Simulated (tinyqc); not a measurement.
Weaire-Thorpe hybrids on a Bethe lattice: gap and dangling bond of an amorphous tetrahedral solid: one step. Densities at that energy. Two cases, with inputs chosen for the exercise.

Question. With z = E + i eta, b = z - V1 - S: full atom G = (b + 3 V1)/(b (b + 4 V1)); g = S/V2^2; dangling hybrid 1/(1/g - dh); densities -Im G/pi.

Four sp3 hybrids an atom at energy 0, coupled by -V1 on the atom and by -V2 along a bond; the bonds form a tree (no rings). For any network the gap runs at least from -V2 + V1 to V2 - 3 V1, and p-like states pile up at -V2 + V1 and V2 + V1. On the tree the gap is wider: it ends at Ec = -V1 + sqrt(V2^2 + 4 V1^2 - 2 sqrt3 V1 V2), which makes it well wider than the gaps of the real glasses. A branch seen from a hybrid has the self-energy S = V2^2 g, where g is the Green function of the hybrid across the bond, whose three partners carry S themselves. With a = z - V1, b = a - S: g = 1/(a + V1 b/(b + 3 V1)), z = E + i eta. A full atom has G = (1/b)(b + 3 V1)/(b + 4 V1) per hybrid; a dangling hybrid with shift dh has G = 1/(1/g - dh).

Give: G; densities.

Case 1.

Values chosen (of the size of tabulated hybrid energies for amorphous silicon; shifted at random, so the results belong to these values and not to a real crystal): V1 = 1.81 eV (coupling of two hybrids on one atom); V2 = 4.57 eV (coupling of the two hybrids of a bond); E = 0.78 eV (energy); eta = 0.05 eV (broadening); dh = -1.05 eV (shift of the dangling hybrid (rehybridisation)).

S = 9.411504-6.075551i eV

Answer.

G (1/eV): (bulk) -0.0702-0.0634i, (dangling with dh = 0) 0.4506-0.2909i, (dangling with dh) 0.3325-0.1285i
densities (1/eV): (bulk) 0.0202, (dangling with dh = 0) 0.0926, (dangling with dh) 0.0409

Case 2.

Values chosen (of the size of tabulated hybrid energies for amorphous silicon; shifted at random, so the results belong to these values and not to a real crystal): V1 = 1.79 eV (coupling of two hybrids on one atom); V2 = 4.33 eV (coupling of the two hybrids of a bond); E = 2.89 eV (energy); eta = 0.02 eV (broadening); dh = -1.22 eV (shift of the dangling hybrid (rehybridisation)).

S = 4.798152-4.334861i eV

Answer.

G (1/eV): (bulk) -0.0570-0.1352i, (dangling with dh = 0) 0.2559-0.2312i, (dangling with dh) 0.2226-0.1283i
densities (1/eV): (bulk) 0.0430, (dangling with dh = 0) 0.0736, (dangling with dh) 0.0409

Computed by tinyqc, one run a case: `OMP_NUM_THREADS=1 python tinyqc.py N N+1 out.jsonl` with N = 1482407, 1482637; one thread of a shared Intel(R) Xeon(R) Processor @ 2.30GHz, about 0.04 s a run at most.
